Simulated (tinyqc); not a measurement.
# Nanowire ballistic transistor, top-of-the-barrier model: two studies

At the top of the source barrier, states moving towards the drain are filled by the source (Fermi level 0) and states moving back by the drain (Fermi level -q Vd); nothing scatters. U is the shift of the band edge there, set by the capacitances CG, CD and CS (the total) and by the charge. Parabolic one-dimensional subband; the source is grounded.

Inputs (values chosen for the exercise); mass and valleys close to those of germanium: temperature T = 300 K; effective mass m = 0.116 m0; valley degeneracy gv = 4; relative permittivity of the gate insulator eox = 3.9; insulator thickness tox = 2.4 nm; wire diameter d = 8 nm; gate control CG/CS aG = 0.94; drain control CD/CS aD = 0.041; band edge at the barrier top above the source Fermi level at zero bias E0 = 0.2 eV.

Constants: q = 1.602176634e-19 C, kB = 1.380649e-23 J/K, hbar = 1.054571817e-34 J s, h = 6.62607015e-34 J s, m0 = 9.1093837015e-31 kg, Vt = kB T/q, eps0 = 8.8541878128e-14 F/cm where lengths are in cm. Results are converted to the units shown.

Each table varies one quantity; the others keep the values above.

## Effect of the drain control CD/CS

N0 = gv sqrt(2 m kB T/pi)/hbar, CG = 2 pi eps0 eox/ln(1 + 2 tox/d), CS = CG/aG, n0 = n at U = 0 and Vd = 0. eta1 = -(E0 + U)/Vt, eta2 = eta1 - Vd/Vt, n = (N0/2)[F_(-1/2)(eta1) + F_(-1/2)(eta2)], F_(-1/2)(x) = (1/sqrt(pi)) int_0^infinity u^(-1/2)/(1 + exp(u - x)) du. U = UL + q (n - n0)/CS with UL = -(aG Vg + aD Vd), energies in eV. I = gv (2 q^2/h) Vt [ln(1 + exp eta1) - ln(1 + exp eta2)]. CQ = (q/Vt) dn/d(eta1). E0 is held fixed.

In this table Vg = 0.7 V, Vd = 0.7 V.

Effect of the drain control CD/CS:
```
aD,eta1,n (cm^-1),I (uA),mean velocity I/(q n) (cm/s),CQ/CS
0,6.4244,8.9505e6,51.486,3.5903e7,0.92453
0.008,6.5372,9.0327e6,52.389,3.6200e7,0.91518
0.015,6.6364,9.1043e6,53.182,3.6459e7,0.90720
0.023,6.7502,9.1858e6,54.093,3.6755e7,0.89831
0.031,6.8646,9.2668e6,55.009,3.7050e7,0.88964
0.039,6.9795,9.3474e6,55.928,3.7345e7,0.88120
0.046,7.0805,9.4176e6,56.736,3.7602e7,0.87398
0.054,7.1963,9.4975e6,57.664,3.7895e7,0.86593
```

What does the comparison show?

As aD goes from 0 to 0.054, n rises from 8.95e6 to 9.50e6 cm^-1, the mean velocity rises from 3.59e7 to 3.79e7 cm/s and the current rises from 51.5 to 57.7 uA. CQ/CS goes from 0.92 to 0.87. In every row higher subbands of the wire, left out here, could begin to fill.

## Output curve

Same model as above.

CQ = (q/Vt) dn/d(eta1).

In this table Vg = 0.7 V.

Output curve:
```
Vd (V),eta1,n (cm^-1),I (uA),mean velocity I/(q n) (cm/s),CQ/CS
0.01,3.127,1.158e7,2.942,1.586e6,2.905
0.025,3.361,1.141e7,7.322,4.005e6,2.936
0.05,3.773,1.111e7,14.50,8.140e6,2.974
0.1,4.654,1.048e7,28.06,1.671e7,2.884
0.15,5.522,9.854e6,39.77,2.519e7,2.385
0.2,6.201,9.379e6,48.14,3.204e7,1.598
0.3,6.658,9.142e6,53.30,3.639e7,0.9336
0.4,6.756,9.190e6,54.14,3.677e7,0.8985
0.6,6.924,9.309e6,55.48,3.720e7,0.8852
0.8,7.093,9.426e6,56.84,3.763e7,0.8731
```

The current rises from 2.94 to 56.8 uA; n goes from 1.16e7 through a minimum of 9.14e6 (at Vd = 0.3 V among the rows listed) to 9.43e6 cm^-1 and eta1 rises from 3.13 to 7.09. The resistance in the first row is 3.40 kohm, against h/(2 q^2 gv) = 3.23 kohm for one open subband, though nothing scatters in the channel. The current passes 90 % of its last value at Vd = 0.3 V among the rows, where eta2 = -4.9: the drain no longer fills returning states. For Vd = 0.1 to 0.8 V higher subbands of the wire, left out here, could begin to fill.

Program tinyqc, `OMP_NUM_THREADS=1 python tinyqc.py 2400066 2400067 out.jsonl`; Intel Xeon 2.30GHz, shared host, one thread, about 0.04 s.
